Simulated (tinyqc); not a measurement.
# AlGaN/GaN HEMT with access regions, lumped model: several studies

A polarisation-induced electron sheet under a Schottky gate, in series with two ungated access regions and contacts. Drift law v = mu E/(1 + mu E/vs) under the gate. Currents in mA/mm, resistances in ohm mm. No self-heating, no channel-length modulation; fits for polarisation, barrier and offset are chosen for the exercise.

Values chosen for this exercise; values close to those of AlGaN/GaN structures:
- x = 0.2 (aluminium share of the barrier)
- d = 15 nm (barrier thickness)
- eps_r = 9.5 (relative permittivity of barrier and channel)
- mu = 1900 cm^2/(V s) (channel mobility)
- vs = 1.6e7 cm/s (saturation velocity)
- Lg = 1.5 um (gate length)
- Ls = 0.5 um (source access length)
- Ld = 16 um (drain access length)
- Rc = 0.31 ohm mm (resistance of each contact)
- ft = 0 (share of the drain-access electrons removed by traps)
- Vg = 0 V (gate voltage)

Constants: q = 1.602176634e-19 C, eps0 = 8.8541878128e-14 F/cm where lengths are in cm. Results are converted to the units shown.

Each table varies one quantity; the others keep the values above.

## Effect of the source access length

sigma = (5e13 x + 1.6e13 x^2) cm^-2, phiB = 0.84 + 1.3 x, dEc = 0.7 (1.71 x + x^2) in volts, Cb = eps0 eps_r/d, VT = phiB - dEc - q sigma/Cb, access density n0 = -Cb VT/q. Access resistance R(L, n) = L/(q mu n sqrt(1 - (I/(q n vs))^2)); Rs = Rc + R(Ls, n0), Rd = Rc + R(Ld, (1 - ft) n0). Vg' = Vg - I Rs, Vd' = Vd - I (Rs + Rd); with u = Vg' - VT, Vc = vs Lg/mu and w the smaller of Vd' and Vc [sqrt(1 + 2 u/Vc) - 1] (0 if negative), the channel gives (mu Cb/Lg)(u w - w^2/2)/(1 + w/Vc). I equals that channel current. Isat is I at Vd = 10 V, gm = dIsat/dVg, Ron the limit of Vd/I at small Vd.

The same in every row: VT (V) = -2.207; n0 (cm^-2) = 7.726e12.

Effect of the source access length:
```
Ls (um),Ron (ohm mm),Isat (mA/mm),gm (mS/mm)
0.1,8.103,610.2,392.5
0.3,8.188,589.7,375.4
0.6,8.316,561.8,352.9
1,8.486,529.0,327.5
1.5,8.699,493.7,301.1
2.5,9.124,436.8,260.4
4,9.762,374.1,217.8
```

Read the table: what changes, and by how much?

As Ls goes from 0.1 to 4 um, Ron rises from 8.10 to 9.76 ohm mm, Isat falls from 610 to 374 mA/mm and gm falls from 392 to 218 mS/mm. The ceiling Cb vs is 897 mS/mm. For Ls = 0.1 to 1 um the power passes 5 W/mm, where self-heating, left out here, lowers the current.

## Effect of the share of the drain-access electrons removed by traps

Same model as above.

The same in every row: VT (V) = -2.207; n0 (cm^-2) = 7.726e12.

Results:
```
ft,Ron (ohm mm),Isat (mA/mm),gm (mS/mm)
0,8.274,570.7,360.1
0.1,9.029,570.7,360.1
0.2,9.974,570.7,360.1
0.3,11.19,570.7,360.1
0.4,12.81,570.7,360.1
0.5,15.08,537.6,58.24
0.7,24.15,339.8,5.573
```

Estimate the missing row, ft = 0.6.

Computed row:
```
ft,Ron (ohm mm),Isat (mA/mm),gm (mS/mm)
0.6,18.48,444.0,15.97
```

With this row back in the table: As ft goes from 0 to 0.7, Ron rises from 8.27 to 24.1 ohm mm, Isat falls from 571 to 340 mA/mm and gm falls from 360 to 5.57 mS/mm. The ceiling Cb vs is 897 mS/mm. For ft = 0 to 0.5 the power passes 5 W/mm, where self-heating, left out here, lowers the current. For ft = 0.5 to 0.7 the gated channel is not yet saturated at 10 V, because the access regions take the voltage, and gm drops.

## Effect of the barrier thickness

Same model as above.

Effect of the barrier thickness:
```
d (nm),VT (V),n0 (cm^-2),Ron (ohm mm),Isat (mA/mm),gm (mS/mm)
8,-0.7887,5.176e12,12.04,198.3,383.3
11,-1.397,6.666e12,9.490,374.7,389.7
14,-2.005,7.518e12,8.485,525.7,368.5
18,-2.815,8.212e12,7.821,691.9,334.5
22,-3.626,8.653e12,7.453,827.2,303.1
27,-4.639,9.021e12,7.175,964.8,269.9
33,-5.855,9.315e12,6.968,1089,163.1
```

As d goes from 8 to 33 nm, Ron falls from 12.0 to 6.97 ohm mm, Isat rises from 198 to 1090 mA/mm and gm goes from 383 through a maximum of 390 (at d = 11 nm among the rows listed) to 163 mS/mm. VT falls from -0.789 to -5.86 V. For d = 14 to 33 nm the power passes 5 W/mm, where self-heating, left out here, lowers the current. At d = 33 nm the gated channel is not yet saturated at 10 V, because the access regions take the voltage, and gm drops.

Computed by the program tinyqc: `OMP_NUM_THREADS=1 python tinyqc.py 2570120 2570121 out.jsonl`, one thread of a shared Intel Xeon 2.30GHz, about 0.02 s for the whole run.
